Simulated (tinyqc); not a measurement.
Inside a calculation: deformation-potential model of the X valleys of a conduction band. Values are carried at full precision from step to step, so a last printed digit may differ when a step is redone from the rounded ones.

s11 = (C11 + C12)/((C11 - C12)(C11 + 2 C12)), s12 = -C12/((C11 - C12)(C11 + 2 C12)), s44 = 1/C44; exx = s11 sxx + s12 (syy + szz) and cyclic, exy = s44 sxy/2; tension is positive. A uniaxial stress X along the unit vector n is s_ij = X n_i n_j. Biaxial (001) means sxx = syy = X.

Constants: kB = 8.617333262e-05 eV/K; hbar^2/2m0 = 3.80998211 eV angstrom^2.

Parameters, chosen for this exercise (near those of AlAs; shifted at random, so the results belong to these values and not to a real crystal): C11 = 118.5 GPa; C12 = 50.3 GPa; C44 = 51.8 GPa; load = biaxial (001) (kind of stress); X = 1.17 GPa (stress); Xd = 1.04 eV (dilation potential); Xu = 5.8 eV (uniaxial potential); T = 150 K (temperature); ml = 1.106 m0 (longitudinal mass); mt = 0.205 m0 (transverse mass).

## Strain from a biaxial (001) stress

Form the compliances and the strain.

s11, s12, s44 (1/TPa): 11.2965  -3.3662  19.3050

strain tensor:
```
          x         y          z
x  0.009278  0.000000   0.000000
y  0.000000  0.009278   0.000000
z  0.000000  0.000000  -0.007877
```

## Valley shifts

Valleys with axes along x, y and z, one whole valley each. Herring-Vogt shift of a valley with unit axis a: dE = Xd tr(e) + Xu a.e.a. Non-degenerate shares n_i = exp(-dE_i/kT)/sum_j exp(-dE_j/kT). Inverse mass tensor of a valley: (1 - a a)/mt + a a/ml; the masses are taken as independent of strain.

Apply the Herring-Vogt formula to each valley.

Xd tr(e) = 11.11 meV

a.e.a: x 0.009278, y 0.009278, z -0.007877

shifts dE (meV): x 64.92, y 64.92, z -34.58

The lowest valley is z, 99.5 meV below the highest; the mean shift over all valleys is (Xd + Xu/3) tr(e) = 31.76 meV.

## Shares of the electrons

Boltzmann factors of the shifts.

kT = 12.926 meV

shares: x 0.0005, y 0.0005, z 0.9991

effective number of valley axes, 1/(largest share) = 1.001

## Conductivity mass tensor

With one scattering time for all valleys the conductivity goes as M = sum_i n_i (inverse mass tensor of valley i); along the unit vector u, 1/m_c = u.M.u. Without stress 1/m_c = (1/ml + 2/mt)/3. Take u along [110].

M (1/m0):
```
       x      y      z
x  4.876  0.000  0.000
y  0.000  4.876  0.000
z  0.000  0.000  0.908
```

m_c along [110] = 0.2051 m0
m_c without stress = 0.2814 m0

The repopulation alone changes the mobility along [110] by +37.2 %; with all electrons in the valleys lightest or heaviest along this direction it would change by +37 or -19 %.

## Effective density of states

Each of the 3 whole valleys has m_d = (ml mt^2)^(1/3) and N = 2 (m_d kT/(4 pi c))^(3/2), c = hbar^2/2m0. Counted from the lowest edge, Nc = N x sum_i exp(-(dE_i - dE_min)/kT). 1 angstrom^-3 = 1e24 cm^-3.

m_d = 0.3595 m0
N of one valley = 1.913e+18 cm^-3
Nc under stress = 1.914e+18 cm^-3
Nc without stress = 5.738e+18 cm^-3

## Piezoresistance from repopulation

For small stress d(rho)/rho = pi X. For valleys on the cube axes pi11 = -(2/3) Xu (s11 - s12)/kT x (K - 1)/(2K + 1), pi12 = -pi11/2, pi44 = 0, K = ml/mt. For stress along [110]: pi_l = (pi11 + pi12 + pi44)/2 with the current along it and pi_t = (pi11 + pi12 - pi44)/2 with the current along [1-10]. 1/GPa = 100 x 1e-11/Pa.

K = 5.395

pi11, pi12, pi44 (1e-11/Pa): -163.5  81.8  0.0

pi_l, pi_t for [110] (1e-11/Pa): -40.9  -40.9

Only the transfer between valleys is counted; changes of mass and of intervalley scattering add to it in a real crystal.

## Checks

- Conductivity mass at zero stress against 3/(1/ml + 2/mt): both 0.2814191.
- Piezoresistance coefficients by finite differences against the closed form: largest difference 9.9e-08.

Program tinyqc; command `OMP_NUM_THREADS=1 python tinyqc.py 1050617 1050618 out.jsonl`; about 0.03 s on one thread of a shared Intel(R) Xeon(R) Processor @ 2.30GHz.
